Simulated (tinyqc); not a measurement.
Thermal RC ladder, step response: one step of the calculation.

A ladder of 3 nodes: R_i joins node i to node i + 1, the last R to the ambient; C_i is the heat capacity of node i; theta is the rise above ambient, zero at t = 0. d theta/dt = -A theta + b with b = (Pw/C_1, 0, ...), times in ms.

Question. The rate matrix. A = C^(-1) K, K_ii = 1/R_(i-1) + 1/R_i (no first term for node 1), K_(i,i+1) = K_(i+1,i) = -1/R_i.

Values chosen for this exercise:
- R = [0.21, 0.81, 0.41] K/W (resistances, junction to ambient)
- C = [0.67, 4.4, 22] mJ/K (heat capacities of the nodes)

Give: A.

Answer.

A (1/ms):

|  | node 1 | node 2 | node 3 |
|---|---|---|---|
| node 1 | 7.1073 | -7.1073 | 0.0000 |
| node 2 | -1.0823 | 1.3628 | -0.2806 |
| node 3 | 0.0000 | -0.0561 | 0.1670 |

Numbers from tinyqc (`OMP_NUM_THREADS=1 python tinyqc.py 2520116 2520117 out.jsonl`; about 0.01 s on one thread of a shared Intel Xeon 2.30GHz).
